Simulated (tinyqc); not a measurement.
Sp3 tight binding, zinc-blende lattice, step by step. One step of it, computed by the program tinyqc.

Question. Levels at L. Diagonalise the Hermitian matrix.

H(k) at L (eV), lower triangle (Hermitian):
```
                      a s                 a px                 a py                 a pz
a s            -13.060000
a px             0.000000            -6.610000
a py             0.000000             0.000000            -6.610000
a pz             0.000000             0.000000             0.000000            -6.610000
c s   -4.765350-4.765350i   2.959706+2.959706i   2.959706+2.959706i   2.959706+2.959706i
c px  -2.959706-2.959706i   1.155236+1.155236i  -3.429608-3.429608i  -3.429608-3.429608i
c py  -2.959706-2.959706i  -3.429608-3.429608i   1.155236+1.155236i  -3.429608-3.429608i
c pz  -2.959706-2.959706i  -3.429608-3.429608i  -3.429608-3.429608i   1.155236+1.155236i

             c s       c px       c py       c pz
c s   -13.060000
c px    0.000000  -6.610000
c py    0.000000   0.000000  -6.610000
c pz    0.000000   0.000000   0.000000  -6.610000
```

Give: eigenvalues.

Answer.

eigenvalues (eV): -22.0364  -18.8662  -13.0939  -13.0939  -2.1313  -0.1261  -0.1261  3.6939
